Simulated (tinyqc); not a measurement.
# Conduction-band offset of an n-N heterojunction from carrier-profile moments: effects of single changes

Layer 1 (x < 0) accumulates electrons and layer 2 (x > 0) is depleted. Boltzmann statistics. The bands bend down by V1 in layer 1 and up by V2 in layer 2, with V1 + V2 = VD = dE + Vt ln[(N2/Nc2)/(N1/Nc1)].

Parameters, values chosen for the exercise; values of the order of III-V alloys:
- T = 350 K (temperature)
- eps_r = 12.4 (relative permittivity of both layers)
- Nc1 = 3.7e17 cm^-3 (density of states of the narrow-gap layer 1)
- Nc2 = 1.2e18 cm^-3 (density of states of the wide-gap layer 2)
- dE = 0.26 eV (conduction-band offset)
- N1 = 1.4e16 cm^-3 (donor density in layer 1)
- N2 = 1.7e16 cm^-3 (donor density in layer 2)
- si = 0 cm^-2 (fixed charge at the interface)

Constants: q = 1.602176634e-19 C, kB = 1.380649e-23 J/K, Vt = kB T/q, eps0 = 8.8541878128e-14 F/cm where lengths are in cm. Results are converted to the units shown.

Each table varies one quantity; the others keep the values above.

## Effect of the doping of the wide-gap layer

Sheet densities from the first integral: Q1 = sqrt((2 eps0 eps_r Vt N1/q)(exp(u1) - u1 - 1)) extra electrons, Q2 = sqrt((2 eps0 eps_r Vt N2/q)(exp(-u2) + u2 - 1)) missing ones, u = V/Vt; neutrality Q1 = Q2 + si.

Results:
```
N2 (cm^-3)  VD (V)   V1 (V)  Q1 (cm^-2)  n(0-)/Nc1
2e15        0.1658  0.02629    5.483e10    0.09048
3.5e15      0.1827  0.03431    7.538e10     0.1180
6.1e15      0.1995  0.04376    1.025e11     0.1615
1.1e16      0.2172  0.05537    1.410e11     0.2373
1.9e16      0.2337  0.06747    1.883e11     0.3544
5.7e16      0.2669  0.09495    3.329e11     0.8815
9.9e16      0.2835   0.1099    4.413e11      1.449
1.7e17      0.2998   0.1251    5.805e11      2.398
```

Estimate the missing row, N2 = 3.3e16 cm^-3.

Computed row:
```
N2 (cm^-3)  VD (V)   V1 (V)  Q1 (cm^-2)  n(0-)/Nc1
3.3e16      0.2504  0.08082    2.512e11     0.5518
```

With this row back in the table: Q1 rises from 5.48e10 to 5.80e11 cm^-2, as N2^(0.53) over the table, while VD grows by Vt ln 10 a decade and the share V1/VD rises from 0.159 to 0.417. For N2 = 3.3e16, 5.7e16, 9.9e16, 1.7e17 n(0-) nears or passes Nc1, where degeneracy and quantisation lower Q1.

## Effect of the offset

Same model as above.

Effect of the offset:
```
dE (eV)   VD (V)   V1 (V)  Q1 (cm^-2)  n(0-)/Nc1
0.12     0.09037  0.03663    8.171e10     0.1274
0.19      0.1604  0.05352    1.344e11     0.2231
0.25      0.2204  0.06351    1.719e11     0.3108
0.31      0.2804  0.07112    2.043e11     0.3999
0.37      0.3404  0.07722    2.330e11     0.4896
0.44      0.4104  0.08309    2.631e11     0.5947
0.5       0.4704  0.08735    2.867e11     0.6850
```

Read the table: what changes, and by how much?

Q1 rises from 8.17e10 to 2.87e11 cm^-2, as VD^(0.63) between the last two rows. Layer 1 takes 40.5 % of VD in the first row and 18.6 % in the last: accumulation charge grows exponentially with V1, so most of a large offset falls across the depleted side. For dE = 0.44, 0.5 n(0-) nears or passes Nc1, where degeneracy and quantisation lower Q1.

Numbers from tinyqc (`OMP_NUM_THREADS=1 python tinyqc.py 2410124 2410125 out.jsonl`; about 0.1 s on one thread of a shared Intel Xeon 2.30GHz).
